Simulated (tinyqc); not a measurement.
Thermal and gravitational stress in a wafer during furnace and rapid thermal processing, and the onset of slip: one step, computed by the program tinyqc.

A thin free disc in plane stress, isotropic; T(r) = T_centre + dT (r/R)^n with n = 2. Stress is positive in tension; sigma_SB = 5.670374419e-8 W/(m^2 K^4), g = 9.80665 m/s^2.

Task: Gravity. Own weight q = rho g t on a ring of radius b R, x = r/R: moments of an edge-supported plate, M_r = q R^2 (3 + nu)(1 - x^2)/16 and M_t = q R^2 [(3 + nu) - (1 + 3 nu) x^2]/16, less the uniform moment inside the ring load, q R^2 [(1 - nu)(1 - b^2) - 2 (1 + nu) ln b]/8; stress at the lower face = 6 M/t^2.

Inputs (values chosen for the exercise, for a model wafer):
```
quantity                           value        unit
wafer radius R                       225          mm
thickness t                          925  micrometre
Poisson ratio nu                    0.23           -
density rho                         2330      kg/m^3
radius of the support ring over R   0.64           -
```

Give: stress at the centre; radial stress at the ring; hoop stress at the ring.

Result:

stress at the centre = 0.05864 MPa

radial stress at the ring = -0.5618 MPa

hoop stress at the ring = -0.2660 MPa
